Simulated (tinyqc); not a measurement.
Shortcuts against the integral: sheet resistance and Hall data of a diffused or implanted layer. Computed by tinyqc, a small Python program. Command: `OMP_NUM_THREADS=1 python tinyqc.py 3010775 3010776 out.jsonl layer walk`. One thread of a shared host (Intel(R) Xeon(R) Processor @ 2.30GHz), about 0.01 s of CPU time with the checks.

Carriers are taken equal to the net active doping down to the junction (full ionisation, which deep dopants in wide-gap hosts do not reach; no spill-over, no depletion), and the Hall factor is 1.

Inputs (values chosen for the exercise, modelled on phosphorus in silicon):
```
quantity                                 value        unit
mu_min                                      71  cm^2/(V s)
mu_max                                    1450  cm^2/(V s)
N_ref                                  9.8e+16      1/cm^3
exponent alpha                            0.72           -
peak concentration N_0                 9.4e+19      1/cm^3
length scale l                             220          nm
background doping N_B (opposite type)    2e+14      1/cm^3
```

Profile: complementary error function. Activation: complete.

Constants: e = 1.602176634e-19 C.

Method:
- N(x) = N_0 erfc(x/l), dose N_0 l/sqrt(pi), junction x_j = l erfc^-1(N_B/N_0).
- Mobility mu = mu_min + (mu_max - mu_min)/(1 + (N_t/N_ref)^alpha), N_t = active doping + N_B; carriers n = active doping - N_B, all dopants active.
- Integrals from x_0 (0 unless stated) to x_j by the midpoint rule on 400 even intervals: 1/R_s = e int n mu dx; sheet density n_s = int n dx; Hall sheet density (int n mu dx)^2/int n mu^2 dx; Hall mobility int n mu^2 dx/int n mu dx.
- Mean conductivity 1/(R_s x_j); mean mobility 1/(e n_s R_s).
- Shortcuts: R_s = 1/(e Q mu) with the dose Q and the mobility at the (active) peak concentration; 1/(e n_s mu) with mu at N_t = n_s/x_j + N_B; 1/(e Q mu_max).

sheet resistance R_s = 58.0276 ohm

dose = 1.16674e+15 1/cm^2

sheet density n_s = 1.16672e+15 1/cm^2

junction depth x_j = 737.512 nm

Sheet resistances:
```
method                                   R_s (ohm)  deviation (%)
integral                                    58.028          0.000
dose, mobility at the peak                  66.239         14.150
n_s, mobility at the mean concentration     50.670        -12.679
dose, mu_max                                 3.689        -93.642
```

What follows from these numbers?

The closest shortcut is «n_s, mobility at the mean concentration» (-12.7 %). The peak mobility is the lowest in the layer, so with full activation it overestimates R_s.

Extremes, crossings and ranges named in words are read from the listed rows.
